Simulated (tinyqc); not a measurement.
Pressure-driven transition between two phases with analytic equations of state. Changing the volume V0 of phase 2. Computed by tinyqc, a small Python program. Command: `OMP_NUM_THREADS=1 python tinyqc.py 3000180 3000181 out.jsonl transition sweep`. One thread of a shared host (Intel(R) Xeon(R) Processor @ 2.30GHz), about 0.02 s of CPU time with the checks.

Each phase obeys E = E0 + (B0 V/B') [(V0/V)^B'/(B' - 1) + 1] - B0 V0/(B' - 1), P = (B0/B') [(V0/V)^B' - 1]; E0 = 0 for phase 1 and Delta E0 for phase 2. H = E + P V.

Inputs (values chosen for the exercise, for two model phases): volume V0 of phase 1 = 18.9 angstrom^3/atom; B0 of phase 1 = 42.5 GPa; B' of phase 1 = 4.07; B0 of phase 2 = 46.2 GPa; B' of phase 2 = 4.94; energy of phase 2 above phase 1, Delta E0 = 0.055 eV/atom.

Equation of state: Murnaghan.

Constants: 1 eV/angstrom^3 = 160.2176634 GPa.

Method. If neither phase were compressed, P = Delta E0/(V0 of phase 1 - V0 of phase 2). Start from P = Delta E0/(V0 of phase 1 - V0 of phase 2); at each P solve P(V) = P for both phases and step P(new) = P - (H_2 - H_1)/(V_2 - V_1); stop when |H_2 - H_1| < 1e-10 eV. At the zero-temperature transition the volume change is V_2/V_1 - 1 and the work is P (V_1 - V_2).

One run for each value:
```
volume V0 of phase 2 (angstrom^3/atom)  transition pressure (GPa)  rigid estimate (GPa)  volume change (%)
13.2                                                       1.5790                1.5460            -29.948
13.9                                                       1.8067                1.7624            -26.201
14.5                                                       2.0620                2.0027            -22.977
15.1                                                       2.4023                2.3189            -19.738
15.8                                                       2.9777                2.8426            -15.925
16.4                                                       3.7538                3.5248            -12.605
17.1                                                       5.4330                4.8955             -8.595
17.7                                                       9.1021                7.3433             -4.798
```

Over the rows, transition pressure (GPa) rises from 1.58 to 9.10 (exponent d ln y / d ln x 2.6 between the first rows and 15 between the last); rigid estimate (GPa) rises from 1.55 to 7.34 (exponent d ln y / d ln x 2.5 between the first rows and 12 between the last); volume change (%) rises from -29.9 to -4.80 (exponent d ln y / d ln x -2.6 between the first rows and -17 between the last). The smaller the volume gain, the more pressure is needed to pay Delta E0. Left out: 18.3 (no transition within the range of the equations of state).

Caution (rows 17.7): the pressure is a large share of B0, where the result depends on the form of the equation of state.
